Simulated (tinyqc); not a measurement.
Worked calculation: bond unit of a tetrahedral oxide and its oxygen vacancy in tight binding. Values are carried at full precision from step to step, so a last printed digit may differ when a step is redone from the rounded ones.

Two sp3 hybrids h1, h2 at eh = (es + 3 ep)/4 point at one oxygen with orbitals s, px, py, pz; x joins the two cations, z bisects the angle phi, and th = (180 - phi)/2. With u = hbar^2/(m d^2) = 2c/d^2, c = hbar^2/2m0: Vhs = -(1.32 + sqrt3 x 1.42) u/2 and Vhp = (1.42 + sqrt3 x 2.22) u/2. <h|s> = Vhs for both; <h1|px> = Vhp cos(th), <h2|px> = -Vhp cos(th); <h|pz> = Vhp sin(th) for both; py is a lone pair. The unit holds 8 electrons. Coupling between units, which widens the levels into bands, is left out.

Constants: hbar^2/2m0 = 3.80998211 eV angstrom^2.

Inputs chosen for the exercise (near tabulated values for SiO2; shifted at random, so the results belong to these values and not to a real crystal):
```
symbol  value   unit      meaning
es      -14.87  eV        s level of the cation
ep      -7.66   eV        p level of the cation
eos     -34.19  eV        s level of oxygen
eop     -16.8   eV        p level of oxygen
d       1.62    angstrom  cation-oxygen distance
phi     161     degrees   bond angle at oxygen
R       2.97    angstrom  cation-cation distance across the vacancy
```

## Level and couplings

Form eh, u, Vhs, Vhp and th.

eh (hybrid level) = -9.4625 eV
u = 2.9035 eV

Vhs, Vhp (eV): -5.4869  7.6437

th = 9.5 degrees

## The matrix

Fill it in.

H (eV), lower triangle:
```
         h1       h2         s        px        py        pz
h1  -9.4625
h2        0  -9.4625
s   -5.4869  -5.4869  -34.1900
px   7.5389  -7.5389         0  -16.8000
py        0        0         0         0  -16.8000
pz   1.2616   1.2616         0         0         0  -16.8000
```

## Levels, weights and charge

Diagonalise; the four lowest levels are filled. The excess of electrons on oxygen is twice the oxygen weight of the filled levels less 6.

levels (eV): -36.4358  -24.4064  -17.0857  -16.8000  -6.9310  -1.8561

weights:
```
    level 1  level 2  level 3  level 4  level 5  level 6
h1    0.039    0.169    0.012    0.000    0.449    0.331
h2    0.039    0.169    0.012    0.000    0.449    0.331
s     0.922    0.000    0.005    0.000    0.073    0.000
px    0.000    0.663    0.000    0.000    0.000    0.337
py    0.000    0.000    0.000    1.000    0.000    0.000
pz    0.001    0.000    0.970    0.000    0.029    0.000
```

highest filled to lowest empty = 9.8690 eV
excess electrons on oxygen = 1.121

The highest filled level is the py orbital of oxygen (100 %) and the lowest empty one is 90 % cation hybrid, even under exchange of the two cations. The spacing is that of an isolated unit and exceeds the gap of the solid.

## The odd block in closed form

The combination (h1 - h2)/sqrt2 couples to px alone, with W2 = sqrt2 Vhp cos(th); W3 = (eh - eop)/2; levels (eh + eop)/2 -/+ sqrt(W2^2 + W3^2); polarity W3/sqrt(W2^2 + W3^2).

W2, W3 (eV): 10.6616  3.6688

levels of the odd block (eV): -24.4064  -1.8561

polarity = 0.3254

## The neutral oxygen vacancy

Without the oxygen the two hybrids face each other at distance R and couple by -V2, V2 = 3.22 x 2c/R^2, c = hbar^2/2m0: a bond at eh - V2 with two electrons and an antibond at eh + V2. Levels are measured from eop, the lone-pair level that stands for the top of the valence band.

Form V2 and the two levels above eop. R is a chosen distance; in real silica the neutral vacancy relaxes to about 2.5 angstrom.

V2 = 2.7816 eV

levels above eop (eV): bond 4.5559, lone hybrid 7.3375, antibond 10.1191

bond-antibond splitting = 5.5632 eV

The filled bond lies 4.56 eV above the lone pairs, so it can trap a hole; the antibond lies above the lowest empty level of the intact unit (9.87 eV). A lone hybrid, as in a dangling bond, sits at 7.34 eV.

## Checks

- Levels of the odd block against the full matrix: they agree to 1e-10 or better.

Computed by tinyqc, a small Python program: `OMP_NUM_THREADS=1 python tinyqc.py 1481260 1481261 out.jsonl` (the numbers bound the seed that draws the inputs); one thread of a shared host (Intel(R) Xeon(R) Processor @ 2.30GHz), about 0.01 s for the whole set of steps.
